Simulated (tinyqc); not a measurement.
From results back to parameters: inversion layer as a triangular well, valleys of the Si type. Five cases, with inputs chosen for the exercise.

Problem. The spacing of the two lowest levels of one ladder was computed from a hidden sheet density Ns.

The field is taken as constant, e F = 4 pi (e^2/4 pi eps0)(Nd + eta Ns)/eps, with 1e12/cm^2 = 1e-4/angstrom^2, and the oxide as a hard wall at z = 0; c = hbar^2/2m0.

Level j of a valley lies at E_j = a_j (c (e F)^2/m_z)^(1/3) above the band edge at the surface, with the Airy zeros a_j = 2.338107, 4.087949, 5.520560, 6.786708, 7.944134, 9.022651, 10.040174, 11.008524, 11.936016, 12.828777, and has <z> = 2 E_j/(3 e F).

Constants: hbar^2/2m0 = 3.80998211 eV angstrom^2; e^2/(4 pi eps0) = 14.39964547 eV angstrom.

Find: F; Ns.

Method. e F = sqrt(m_z/c) [(E_1 - E_0)/(a_1 - a_0)]^(3/2), with a_0 and a_1 the first two zeros; then Ns = (eps e F/(4 pi e^2/4 pi eps0) - Nd)/eta.

Case 1.

Values chosen (near those of Si; the results hold for these values, not for the real material): m_z = 0.899 m0 (confinement mass); eps = 11.5 (dielectric constant); Nd = 0.12 x 1e12/cm^2 (depletion charge); eta = 0.5 (share of Ns in the effective field).

E_1 - E_0 = 57.1053 meV

Solution.

F = 0.2864 MV/cm
Ns = 3.40 x 1e12/cm^2

Case 2.

Values chosen (near those of Si; the results hold for these values, not for the real material): m_z = 0.908 m0 (confinement mass); eps = 11.6 (dielectric constant); Nd = 0.1 x 1e12/cm^2 (depletion charge); eta = 0.75 (share of Ns in the effective field).

E_1 - E_0 = 68.5207 meV

Solution.

F = 0.3783 MV/cm
Ns = 3.10 x 1e12/cm^2

Case 3.

Values chosen (near those of Si; the results hold for these values, not for the real material): m_z = 0.3163 m0 (confinement mass); eps = 11.6 (dielectric constant); Nd = 0.19 x 1e12/cm^2 (depletion charge); eta = 0.75 (share of Ns in the effective field).

E_1 - E_0 = 136.2907 meV

Solution.

F = 0.6263 MV/cm
Ns = 5.10 x 1e12/cm^2

Case 4.

Values chosen (near those of Si; the results hold for these values, not for the real material): m_z = 0.2606 m0 (confinement mass); eps = 11.5 (dielectric constant); Nd = 0.22 x 1e12/cm^2 (depletion charge); eta = 0.5 (share of Ns in the effective field).

E_1 - E_0 = 87.8588 meV

Solution.

F = 0.2942 MV/cm
Ns = 3.30 x 1e12/cm^2

Case 5.

Values chosen (near those of Si; the results hold for these values, not for the real material): m_z = 0.922 m0 (confinement mass); eps = 11.9 (dielectric constant); Nd = 2.8 x 1e12/cm^2 (depletion charge); eta = 0.75 (share of Ns in the effective field).

E_1 - E_0 = 109.2950 meV

Solution.

F = 0.7679 MV/cm
Ns = 3.00 x 1e12/cm^2

Computed by tinyqc, one run a case: `OMP_NUM_THREADS=1 python tinyqc.py N N+1 out.jsonl` with N = 1252527, 1252539, 1252549, 1252564, 1252686; one thread of a shared Intel(R) Xeon(R) Processor @ 2.30GHz, about 0.06 s a run at most.
